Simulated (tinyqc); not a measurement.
Density of states of one tight-binding band of a chain: one step. Energies on the mesh.

E(k) = -2 t cos(2 pi k) - 2 t2 cos(4 pi k); k in fractions of the reciprocal vectors, mesh k_i = j/N with j = 0 .. N-1. Densities are per cell and per spin, so the band holds one state.

Inputs chosen for the exercise:
```
symbol  value  unit  meaning
t       1.14   eV    nearest hopping
t2      -0.2   eV    second hopping
N       8            mesh points along each axis
```

Problem. Evaluate the band at all 8 points and collect equal values.

Give: Distinct energies.

Solution.

Distinct energies:
```
E_k (eV)  points
-1.8800        1
-1.6122        2
-0.4000        2
1.6122         2
2.6800         1
```

The 8 points give 5 distinct energies between -1.8800 and 2.6800 eV; a dense mesh gives a band from -1.880 to 2.680 eV.

Computed by tinyqc, a small Python program: `OMP_NUM_THREADS=1 python tinyqc.py 1682316 1682317 out.jsonl` (the numbers bound the seed that draws the inputs); one thread of a shared host (Intel(R) Xeon(R) Processor @ 2.30GHz), about 0.01 s for the whole set of steps.
